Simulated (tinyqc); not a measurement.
Inductance and parasitic capacitance from two readings.

Inverse problem. A loss-free coil L in parallel with C shows the apparent inductance L/(1 - w^2 L C), w = 2 pi f. Find L, C and the self-resonance 1/(2 pi sqrt(L C)).

apparent inductance at 4.7 and 7.6 GHz (nH): 9.4023356  16.698362

Answer. The inverse of the reading is 1/L - w^2 C, a straight line in w^2.

L = 7.40 nH
C = 33.0 fF
self-resonance = 10.2 GHz

Computed by the program tinyqc: `OMP_NUM_THREADS=1 python tinyqc.py 2302234 2302235 out.jsonl`, one thread of a shared Intel Xeon 2.30GHz, about 0.01 s for the whole run.
